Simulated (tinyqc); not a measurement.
A particle near a wafer in liquid: double-layer and van der Waals forces (DLVO), deposition barrier and removal: one step, computed by the program tinyqc. Command: `OMP_NUM_THREADS=1 python tinyqc.py 3112838 3112839 out.jsonl dlvo walk`. One thread of a shared host (Intel(R) Xeon(R) Processor @ 2.30GHz), about 0.01 s of CPU time with the checks.

Sphere and flat wall, Derjaguin approximation, constant potentials in the linear-superposition form, no retardation and no hydration force.

Problem. Removing an attached particle. Adhesion F_a = A R/(6 h0^2) [1 + a^2/(R h0)] - kappa Z R exp(-kappa h0), a the contact radius. Drag in a shear flow F_d = 1.7 x 6 pi mu R^2 G, acting at 1.4 R; rolling starts when 1.4 R F_d = a F_a. Wall shear stress = mu G.

Inputs (values chosen for the exercise, of the order of those for silica on silica in water): particle radius R = 110 nm; Hamaker constant A = 4.5e-21 J; temperature T = 293 K; contact distance h0 = 0.4 nm; contact radius over R = 0.04; viscosity = 0.86 mPa s.

kappa = 0.2705318 1/nm

Z = 8.748188 pN

Give: van der Waals adhesion; net adhesion F_a; wall shear stress for rolling; shear rate G.

Solution.

van der Waals adhesion = 742.5 pN

net adhesion F_a = 508.87 pN

wall shear stress for rolling = 37.497 Pa

shear rate G = 43602 1/s
